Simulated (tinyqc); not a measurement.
Thermionic-field emission through a Schottky barrier, WKB: two steps of the calculation.

Metal on an n-type semiconductor with one parabolic valley; V > 0 is forward bias (metal positive). Energies E are counted from the conduction edge of the neutral semiconductor, whose Fermi level lies at -xi; that of the metal lies at -xi - V. The barrier is a parabola of height Vd = phi - xi - V (depletion approximation, no image force).

Values chosen for this exercise; band and dielectric values close to those of gallium nitride:
- T = 350 K (temperature)
- me = 0.201 m0 (electron mass)
- eps_r = 9.34 (relative permittivity)
- phi = 1.02 eV (barrier height seen from the metal)
- Nd = 1.8e19 cm^-3 (donor density)
- V = 0.19 V (bias)
- nE = 13 (points of the energy grid)
- Eb = 0.56 eV (upper end of the energy grid)

Constants: q = 1.602176634e-19 C, kB = 1.380649e-23 J/K, hbar = 1.054571817e-34 J s, h = 6.62607015e-34 J s, m0 = 9.1093837015e-31 kg, Vt = kB T/q, eps0 = 8.8541878128e-14 F/cm where lengths are in cm. Results are converted to the units shown.

Task 1. Fermi level, barrier and E00. Nc = 2 (2 pi me m0 kB T/h^2)^1.5 (times 1e-6 for cm^-3); Nd = Nc F12(-xi/Vt), F12(x) = (2/sqrt(pi)) int_0^infinity sqrt(u)/(1 + exp(u - x)) du; E00 = (hbar/2) sqrt(Nd/(me m0 eps0 eps_r)) in SI units (volts). W = sqrt(2 eps0 eps_r Vd/(q Nd)).

Find: Nc; xi; Vd; W; E00; E00/Vt.

Result 1.

Nc = 2.8496e18 cm^-3
xi = -0.11794 eV
Vd = 0.94794 V
W = 7.3733 nm
E00 = 57.490 meV
E00/Vt = 1.9061

By a common rule of thumb, E00/Vt below 0.5 marks thermionic emission, 0.5 to 5 thermionic-field emission and above 5 field emission. By that rule alone: thermionic-field emission; with a high barrier, tunnelling near its top can carry most of the current even below 0.5.

Task 2. Current density on a coarse grid. For E < Vd, ln T(E) = -(Vd/E00) [sqrt(1 - y) - y ln((1 + sqrt(1 - y))/sqrt(y))], y = E/Vd; T(E) = 1 above. J = A* T (q/kB) int_0^infinity T(E) N(E) dE, N = ln[(1 + exp((-xi - E)/Vt))/(1 + exp((-xi - V - E)/Vt))], A* = 4 pi q me m0 kB^2/h^3 (times 1e-4 for A/(cm^2 K^2)). Simpson's rule on nE equally spaced points from 0 to Eb.

xi = -0.11793591 eV
Vd = 0.94793591 V
E00 = 57.489971 meV

Find: E; T(E); N; T(E) N; J.

Result 2.

| point | E (eV) | T(E) | N | T(E) N |
|---|---|---|---|---|
| 0 | 0.0000 | 6.903e-8 | 3.842 | 2.652e-7 |
| 1 | 0.0467 | 6.141e-7 | 2.434 | 1.495e-6 |
| 2 | 0.0933 | 3.080e-6 | 1.178 | 3.628e-6 |
| 3 | 0.1400 | 1.236e-5 | 0.3919 | 4.844e-6 |
| 4 | 0.1867 | 4.272e-5 | 0.09731 | 4.157e-6 |
| 5 | 0.2333 | 1.317e-4 | 0.02152 | 2.835e-6 |
| 6 | 0.2800 | 3.697e-4 | 0.004619 | 1.708e-6 |
| 7 | 0.3267 | 9.568e-4 | 9.849e-4 | 9.424e-7 |
| 8 | 0.3733 | 0.002305 | 2.097e-4 | 4.833e-7 |
| 9 | 0.4200 | 0.005201 | 4.463e-5 | 2.321e-7 |
| 10 | 0.4667 | 0.01105 | 9.499e-6 | 1.049e-7 |
| 11 | 0.5133 | 0.02216 | 2.022e-6 | 4.481e-8 |
| 12 | 0.5600 | 0.04211 | 4.303e-7 | 1.812e-8 |

J = 94.65 A/cm^2

The integrand peaks at E = 0.140 eV among these points, 0.15 of the barrier height.

Range of the model: The depletion approximation, a parabolic band and the neglect of image-force lowering make these currents estimates at high doping.

Numbers from tinyqc (`OMP_NUM_THREADS=1 python tinyqc.py 2640122 2640123 out.jsonl`; about 0.05 s on one thread of a shared Intel Xeon 2.30GHz).
